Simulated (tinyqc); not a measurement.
Cahn-Hilliard equation on a periodic one-dimensional grid. Changing the mean composition c0. Computed by tinyqc, a small Python program. Command: `OMP_NUM_THREADS=1 python tinyqc.py 3014357 3014358 out.jsonl cahn sweep`. One thread of a shared host (Intel(R) Xeon(R) Processor @ 2.30GHz), about 0.2 s of CPU time with the checks.

Free energy F = h sum_j [A (c_j^2 - 1)^2/4 + (kappa/2) ((c_(j+1) - c_j)/h)^2]; dc/dt = Lap(mu), mu = A (c^3 - c) - kappa Lap(c), Lap(y)_j = (y_(j+1) - 2 y_j + y_(j-1))/h^2, mobility 1; the grid has n = 16 points.

Inputs (values chosen for the exercise, in reduced units):
```
quantity                    value  unit
spacing h                     1.4     -
well depth A                  1.5     -
gradient coefficient kappa   0.73     -
noise amplitude               0.1     -
time step dt                 0.14     -
end time                       60     -
```

Scheme: explicit Euler.

random numbers: -0.942  0.175  0.158  0.875  0.595  -0.657  0.388  -0.706  -0.468  -0.099  0.500  0.946  -0.861  -0.809  -0.170  0.750

Method:
- f'' = A (3 c0^2 - 1). Mode m has lambda_m = (4/h^2) sin^2(pi m/n) and the rate w_m = -lambda_m (f'' + kappa lambda_m). In the continuum the fastest wavelength is 2 pi sqrt(2 kappa/|f''|) with the rate f''^2/(4 kappa). Explicit steps near c = +-1, where f'' = 2A, are stable for dt < 2/(16 kappa/h^4 + 8 A/h^2).
- Start: c_j = c0 + amplitude x (z_j - mean of z).
- c(new) = c + dt Lap(mu).
- Run to the end time; break off if |c| exceeds 3 or F has risen by more than 1e-9 in more than 30 steps. Domains = stretches with c > c0.

One run for each value:
```
mean composition c0  fastest wavelength  largest rate  F at the end      f''
-0.36                            7.9290       0.28785        3.2380  -0.9168
-0.24                            6.8156       0.52726        3.2623  -1.2408
-0.12                            6.3372       0.70541        4.7644  -1.4352
0.00                             6.1988       0.77055        4.3983  -1.5000
0.12                             6.3372       0.70541        4.7949  -1.4352
0.24                             6.8156       0.52726        4.7687  -1.2408
0.36                             7.9290       0.28785        3.5536  -0.9168
```

Describe and explain the trends.

Over the rows, fastest wavelength goes from 7.93 through a minimum among these rows, 6.20 at 0, to 7.93; largest rate goes from 0.288 through a maximum among these rows, 0.771 at 0, to 0.288; F at the end lies between 3.24 and 4.79 without a single trend. The spinodal lies at |c0| = 1/sqrt(3) = 0.577, where the wavelength diverges and the rate vanishes. Left out: -0.480, 0.480 (no mode grows enough within the run).

Extremes, crossings and ranges named in words are read from the listed rows.
